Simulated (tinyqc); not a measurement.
In-plane mass from two subband densities.

Question. At zero temperature each occupied subband holds N_k = D (EF - E_k), D = md m0 q/(pi hbar^2) per eV. Two subbands are occupied. Find md, EF - E1 and EF - E2.

Constants: q = 1.602176634e-19 C, hbar = 1.054571817e-34 J s, m0 = 9.1093837015e-31 kg. Results are converted to the units shown.

N1, N2 (cm^-2): 8.8460998e11  8.3e10
E2 - E1 = 28.9 meV

Answer. N1 - N2 = D (E2 - E1) gives D and so md; each N_k/D is a distance to EF.

md = 0.0664 m0
EF - E1 = 31.9 meV
EF - E2 = 2.99 meV

Program tinyqc, `OMP_NUM_THREADS=1 python tinyqc.py 2140063 2140064 out.jsonl`; Intel Xeon 2.30GHz, shared host, one thread, about 0.2 s.
